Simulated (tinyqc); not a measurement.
# Double-gate transistor below threshold, two-dimensional Poisson equation on a small mesh: several studies

Half of a symmetric double-gate structure: row 0 is the mid-plane of the body, where the normal field vanishes. Mobile charge is neglected (subthreshold), the body is fully depleted, and potentials are counted from the intrinsic level; rows run upward to the gate, columns from source to drain.

Values chosen for this exercise; semiconductor permittivity close to that of silicon:
- T = 293 K (temperature)
- eps_r = 11.9 (relative permittivity of the semiconductor)
- eox = 3.9 (relative permittivity of the insulator)
- tb = 6 nm (half the body thickness)
- tox = 1.5 nm (insulator thickness)
- L = 48 nm (channel length)
- Na = 0 cm^-3 (acceptor density of the depleted body)
- Vbi = 0.59 V (potential of the source)
- Vfb = -0.07 V (gate offset)
- Vg = 0.1 V (gate voltage)
- Vd = 0.5 V (drain voltage)

Constants: q = 1.602176634e-19 C, kB = 1.380649e-23 J/K, Vt = kB T/q, eps0 = 8.8541878128e-14 F/cm where lengths are in cm. Results are converted to the units shown.

Each table varies one quantity; the others keep the values above.

## Refining the mesh

The mesh has 2 c steps in the semiconductor (rows from 0 up to the interface), c steps in the insulator and 8 c along the channel, each uniform. Box integration, divided by eps0: up_i = eps hy/h of the interval above row i, dn_i = that of the interval below (0 for row 0), lat_i = (sum of eps h/2 over the intervals above and below)/hy, s_i = -q Na w_i hy/eps0 with w_i the semiconductor height of the box (hs/2 for row 0 and the interface row, hs between, 0 in the insulator). Each free node obeys (up + dn + 2 lat) psi = up psi(above) + dn psi(below) + lat [psi(left) + psi(right)] + s. Fixed values: gate row Vg - Vfb; column 0 at Vbi and the last column at Vbi + Vd in the semiconductor, each running linearly to Vg - Vfb across the insulator. The system is solved directly; psi is read on row 0 at mid-channel.

Refining the mesh:
```
c   unknowns  psi at mid-channel (V)  d psi/dVg
1         21                  0.2111     0.9387
2         90                  0.2071     0.9446
3        207                  0.2064     0.9457
4        372                  0.2061     0.9461
6        846                  0.2059     0.9464
8       1512                  0.2059     0.9465
12      3420                  0.2058     0.9465
```

Read the table: what changes, and by how much?

psi at mid-channel goes from 0.2111 V on the coarsest mesh to 0.2058 V on the finest, a difference of 5.2 mV. d psi/dVg changes by 0.0059 from c = 1 to 2, by 0.0015 from 2 to 4 and by 3.7e-4 from 4 to 8, a ratio of 4.0 between the last two, near the 4 of a second-order scheme.

## Choice of the relaxation factor

Mesh: rows i = 0..2 in the semiconductor (step hs = tb/2, row 2 on the interface), then 1 step(s) ho = tox/1 up to the gate row 3; columns j = 0..5 (step hy = L/5). Sweeps go row by row from row 0, left to right, psi(new) = psi + omega (t - psi) with t the value that solves the node equation for the newest neighbours; free nodes start at zero; stop when the largest change is below 1e-7 V.

Result of one run:
```
omega  sweeps
1.4        19
```

What becomes of these results when the relaxation factor omega is changed from 1.4 to 1.7, all else the same?

Result of the changed run:
```
omega  sweeps
1.7        44
```

The whole series:
```
omega  sweeps
1          60
1.1        49
1.2        39
1.3        29
1.4        19
1.5        24
1.6        32
1.7        44
1.8        68
1.9       144
```

Gauss-Seidel (omega = 1) takes 60 sweeps; the fewest, 19, are at omega = 1.4, and omega = 1.9 takes 144. The Jacobi matrix of this mesh has spectral radius rho = 0.8883, so theory puts the best factor at 2/(1 + sqrt(1 - rho^2)) = 1.37.

## Effect of the acceptor density of the depleted body

Mesh: rows i = 0..12 in the semiconductor (step hs = tb/12, row 12 on the interface), then 8 step(s) ho = tox/8 up to the gate row 20; columns j = 0..80 (step hy = L/80). The system is solved directly. On row 0 the minimum of psi and its place come from a parabola through the three lowest nodes; barrier = Vbi - minimum, swing = Vt ln 10/(d psi/dVg), DIBL = (d psi/dVd)/(d psi/dVg) there. Lambda = pi/k with k the smallest positive root of tan(k tox) tan(k tb) = eox/eps_r.

Results:
```
Na (cm^-3)  L/Lambda  barrier (V)  place y/L  swing (mV/decade)  DIBL (mV/V)
0              2.393       0.3868     0.4478              61.70        19.16
1e18           2.393       0.4524     0.4525              61.65        19.84
2e18           2.393       0.5181     0.4564              61.61        20.42
3e18           2.393       0.5838     0.4598              61.58        20.93
5e18           2.393       0.7153     0.4650              61.54        21.76
```

Estimate the missing row, Na = 5e17 cm^-3.

Computed row:
```
Na (cm^-3)  L/Lambda  barrier (V)  place y/L  swing (mV/decade)  DIBL (mV/V)
5e17           2.393       0.4196     0.4503              61.67        19.51
```

With this row back in the table: As Na goes from 0 to 5e18 cm^-3, the barrier rises from 0.387 to 0.715 V, the swing stays near 61.6 mV a decade and DIBL rises from 19.2 to 21.8 mV/V; the ideal swing is 58.1. The barrier top moves from y/L = 0.448 to 0.465, towards the middle.

tinyqc, about 0.1 s, one thread, Intel Xeon 2.30GHz (shared host): `OMP_NUM_THREADS=1 python tinyqc.py 2480169 2480170 out.jsonl`
